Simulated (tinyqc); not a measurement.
Extended Hueckel theory, for H4-, step by step. The parameters take no account of the charge, which enters only through the electron count, and nothing here shows that the anion is bound. One step of it, computed by the program tinyqc.

Task: Orbitals. Solve H C = S C e through S^(-1/2); fill by pairs from the bottom, a degenerate level sharing its electrons equally; each orbital has its largest coefficient positive (the first on a tie).

H (eV), lower triangle:
```
            1H 1s       2H 1s       3H 1s       4H 1s
1H 1s  -13.600000
2H 1s   -9.709246  -13.600000
3H 1s   -9.393308   -5.359186  -13.600000
4H 1s   -5.359186   -9.393308   -9.709246  -13.600000
```

overlap S, lower triangle:
```
          1H 1s     2H 1s     3H 1s     4H 1s
1H 1s  1.000000
2H 1s  0.475943  1.000000
3H 1s  0.460456  0.262705  1.000000
4H 1s  0.262705  0.460456  0.475943  1.000000
```

valence electrons = 5

Give: orbital energies; occupations; coefficients; sum of one-electron energies.

Result:

orbital energies (eV): -17.308  -11.367  -10.979  0.439

occupations: 2.000  2.000  1.000  0.000

coefficients:
```
         MO1     MO2     MO3     MO4
1H 1s  0.337   0.576   0.589   0.875
2H 1s  0.337   0.576  -0.589  -0.875
3H 1s  0.337  -0.576   0.589  -0.875
4H 1s  0.337  -0.576  -0.589   0.875
```

sum of one-electron energies = -68.329 eV
